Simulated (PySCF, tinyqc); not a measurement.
A ladder of methods, and size consistency: correlation methods against full CI in the sto-6g basis, for H4, spin multiplicity 1. Computed by the program tinyqc with PySCF. All electrons correlated; +Q is the Davidson correction (1 - c0^2) E_corr. The last columns treat two copies 100 angstrom apart as one system. FCI is the lowest singlet.

Geometry (angstrom):
```
atom       x       y       z
H     0.0000  0.0000  0.0000
H     0.0000  0.0000  0.9050
H     0.0000  1.1460  0.0000
H     0.0000  1.1460  0.9050
```

RHF energy of one = -1.966406 hartree

Correlation energies (hartree):
```
method   E_corr of one  share of FCI (%)  E_corr of two at 100 angstrom  two minus twice one (mhartree)
MP2           -0.04500            58.661                       -0.09000                           0.000
CISD          -0.07467            97.345                       -0.13988                           9.470
CISD+Q        -0.08019           104.538                       -0.15625                           4.134
CCSD          -0.07672           100.015                       -0.15345                           0.000
CCSD(T)       -0.07672           100.015                       -0.15345                           0.000
FCI           -0.07671           100.000                              -                               -
```

What does the comparison show, and why?

MP2 recovers 59 %, CISD 97.3 % and CCSD 100.0 % of the FCI value (c0^2 = 0.926 in CISD). MP2 and coupled cluster are size consistent, so their last column vanishes; CISD loses 9.47 mhartree, since a double excitation on each copy is a quadruple of the pair, and the Davidson correction leaves +4.13. The restricted reference is unstable here: a spin-polarised solution lies 0.0049 hartree lower (PySCF), so results built on it describe a poor reference.
